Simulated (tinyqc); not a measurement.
Quasi-harmonic thermal expansion with mode Grueneisen parameters: one step, computed by the program tinyqc. Command: `OMP_NUM_THREADS=1 python tinyqc.py 3010751 3010752 out.jsonl qha walk`. One thread of a shared host (Intel(R) Xeon(R) Processor @ 2.30GHz), about 0.03 s of CPU time with the checks.

A crystal with two atoms a cell; per atom there are 1 transverse acoustic (TA), 1/2 longitudinal acoustic (LA) and 3/2 optical (O) modes. Every frequency of group i scales as nu_i (V/V0)^(-gamma_i). Each group has one frequency. Static energy: E = (9 V0 B0/16) [y^3 B' + y^2 (2 - 4 y)], y = (V0/V)^(2/3) - 1, with pressure P_s = (3 B0/2) (z^7 - z^5) [1 + (3/4)(B' - 4)(z^2 - 1)], z = (V0/V)^(1/3).

Task: Mode groups at the static volume. For a mode with x = h nu/(k_B T), n = 1/(exp(x) - 1): U = h nu (n + 1/2), C/k_B = x^2 n (n + 1); U_i and C_i sum these over group i with its weight per atom. Phonon pressure P_ph = sum_i gamma_i U_i/V.

Inputs (values chosen for the exercise, modelled on magnesium oxide):
```
quantity,value,unit
static volume V0,9.34,angstrom^3/atom
frequency nu_TA,8.47,THz
frequency nu_LA,12.9,THz
frequency nu_O,14.8,THz
Grueneisen parameter gamma_TA,1.4,-
Grueneisen parameter gamma_LA,1.6,-
Grueneisen parameter gamma_O,1.8,-
temperature T,50,K
```

Acoustic groups: Einstein.

Constants: h x 1 THz = 4.135667696 meV; k_B = 8.617333262e-05 eV/K; 1 eV/angstrom^3 = 160.2176634 GPa.

Give: Groups; phonon pressure at V0.

Result:

Groups:
```
group,h nu_i/(k_B T),U_i (meV),C_i (k_B),gamma_i C_i (k_B)
TA,8.1299,17.525,0.019483,0.027276
LA,12.382,13.338,3.2144e-04,5.1431e-04
O,14.206,45.906,2.0490e-04,3.6882e-04
```

phonon pressure at V0 = 2.2044 GPa
